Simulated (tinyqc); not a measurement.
# Undoped gate-all-around wire MOSFET, analytic charge model, step by step

Numbers from tinyqc (`OMP_NUM_THREADS=1 python tinyqc.py 2460039 2460040 out.jsonl`; about 0.02 s on one thread of a shared Intel Xeon 2.30GHz). Printed values are rounded.

An undoped round wire of radius R under an insulator shell and a surrounding gate; long channel, electrons only, n = ni exp((psi - V)/Vt) with V the quasi-Fermi potential (0 at the source, Vd at the drain), constant mobility, no quantisation. The radial Poisson equation gives n(r) = n(0)/(1 - (1 - b) r^2/R^2)^2 with b = Q0/(Q + Q0). Q is the electron charge per area of the wire surface.

Parameters, values chosen for the exercise; material values close to those of silicon:
- T = 293 K (temperature)
- Eg = 1.12 eV (band gap)
- eps_r = 11.9 (relative permittivity of the semiconductor)
- Nc = 2.74e19 cm^-3 (conduction-band density of states at T)
- Nv = 2.61e19 cm^-3 (valence-band density of states at T)
- eox = 24.5 (relative permittivity of the gate insulator)
- tox = 6.1 nm (insulator thickness)
- R = 6 nm (wire radius)
- dphi = 0.19 V (gate work function less that of the intrinsic body)
- mu = 310 cm^2/(V s) (channel mobility)
- L = 2 um (gate length)
- Vg = 1.19 V (gate voltage)
- Vd = 0.8 V (drain voltage)

Constants: q = 1.602176634e-19 C, kB = 1.380649e-23 J/K, Vt = kB T/q, eps0 = 8.8541878128e-14 F/cm where lengths are in cm. Results are converted to the units shown.

Range of the model: In a wire this thin, quantum confinement raises the threshold; it is left out. The surface density at the source passes 0.3 Nc, where Boltzmann statistics fail.

## Constants of the wire

ni = sqrt(Nc Nv) exp(-Eg/(2 Vt)), Eg in volts; Cox = eps0 eox/(R ln(1 + tox/R)); Q0 = 4 eps0 eps_r Vt/R; V0 = dphi + Vt ln[8 eps0 eps_r Vt/(q ni R^2)].

ni = 6.235266e9 cm^-3
Cox = 5.154296 uF/cm^2
Q0 = 177.3556 nC/cm^2
V0 = 0.6999912 V

## Iteration 1: charge at the source by Newton steps in y = ln(Q/Q0)

y at the start = 1

With V = 0 and Q = Q0 exp(y): f = Q/Cox + Vt y + Vt ln(1 + Q/Q0) - (Vg - V0); df/dy = Q/Cox + Vt (1 + Q/(Q + Q0)); y(new) = y - f/(df/dy).

Q = 482.1025 nC/cm^2
f = -0.3380677 V
df/dy = 0.1372413 V
y after iteration 1 = 3.463309

## Iteration 2: charge at the source by Newton steps in y = ln(Q/Q0)

As before.

Q = 5661.624 nC/cm^2
f = 0.7840870 V
df/dy = 1.148159 V
y after iteration 2 = 2.780401

## Course of the iteration: charge at the source by Newton steps in y = ln(Q/Q0)

Stop when y changes by less than 1e-11, or after 60 iterations.

Course of the iteration:
```
iteration         y  |change|
1          3.463309      2.46
2          2.780401     0.683
3          2.437987     0.342
4          2.371985    0.0660
5          2.369962   2.02e-3
6          2.369961   1.82e-6
7          2.369961  1.47e-12
```

Converged in 7 iterations. At the end the number of correct digits about doubles with each step.

## Drain current and line charge

Qs = 1897.168 nC/cm^2
Qd = 8.256642e-4 nC/cm^2

Q solves Vg - V0 - V = Q/Cox + Vt ln(Q/Q0) + Vt ln(1 + Q/Q0). I = mu (2 pi R/L)[2 Vt (Qs - Qd) + (Qs^2 - Qd^2)/(2 Cox) + Vt Q0 ln((Qd + Q0)/(Qs + Q0))], with Qs at V = 0 and Qd at V = Vd. Electrons per length at the source: 2 pi R Qs/q; surface over centre density: (1 + Qs/Q0)^2.

first term = 0.5598077 uA
second term = 2.040211 uA
third term = -0.06435233 uA
I = 2.535666 uA
electrons per length = 4.464024 1/nm
surface over centre density = 136.8191

The square-law term makes up 80.5 % of the current.
